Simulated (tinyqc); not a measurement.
Resistive crossbar, vector-matrix product with wire resistance: effect of the wire resistance.

2 rows and 2 columns. Cell (i, j) joins row node wij to column node bij. Each row is driven at its left end through one wire segment rw; neighbouring nodes along a row or a column are joined by rw; each column ends below the last row in one more rw and a virtual ground, where its current is read. Ideal output: I_j = sum_i V_i G_ij.

The nodal equations (Kirchhoff current law at every node) are solved for each rw; errors are I_j/ideal - 1.

Values chosen for this exercise:
- V = [0.33, 0.08] V (input voltages of the rows)

cell conductances G (uS):
```
       column 1  column 2
row 1       280        80
row 2       440       230
```

Results:
```
rw (ohm)  error, column 1 (%)  error, column 2 (%)
1                     -0.1366             -0.09848
2                     -0.2729              -0.1967
5                     -0.6796              -0.4899
10                     -1.350              -0.9737
20                     -2.666               -1.923
100                    -12.09               -8.759
200                    -21.64               -15.79
500                    -41.13               -30.66
```

Estimate the missing row, rw = 50 ohm.

Computed row:
```
rw (ohm)  error, column 1 (%)  error, column 2 (%)
50                     -6.417               -4.637
```

With this row back in the table: The error of the last column goes from -0.0985 % at rw = 1 ohm to -30.7 % at 500 ohm, as rw^(1.00) at the start and rw^(0.72) at the end. At 500 ohm the worst column is number 1.

tinyqc, about 0.02 s, one thread, Intel Xeon 2.30GHz (shared host): `OMP_NUM_THREADS=1 python tinyqc.py 2880014 2880015 out.jsonl`
